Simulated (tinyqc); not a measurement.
## Landau coefficient from the swing

Problem. Below threshold and near Q = 0, a ferroelectric film of thickness tf changes the swing n Vt ln 10 by the factor 1 + 2 al tf Cp, and al = -3 sqrt(3) Ec/(4 Pr) (1 nm times 1 kV/cm is 1e-4 V). Find n, al and Pr.

Parameters, values chosen for the exercise:
```
symbol,value,unit,meaning
T,293,K,temperature
Ec,800,kV/cm,coercive field
Cp,1.1,uF/cm^2,overlap capacitance per gate area
```

Constants: q = 1.602176634e-19 C, kB = 1.380649e-23 J/K, Vt = kB T/q. Results are converted to the units shown.

swing without the film and with tf = 18 nm (mV/decade): [68.020851, 55.849990]

Solution. The first swing gives n, the ratio of the two gives al, and Ec then gives Pr.

n = 1.170
al = -45.18 kV cm/uC
Pr = 23.00 uC/cm^2

tinyqc, about 0.03 s, one thread, Intel Xeon 2.30GHz (shared host): `OMP_NUM_THREADS=1 python tinyqc.py 2860010 2860011 out.jsonl`
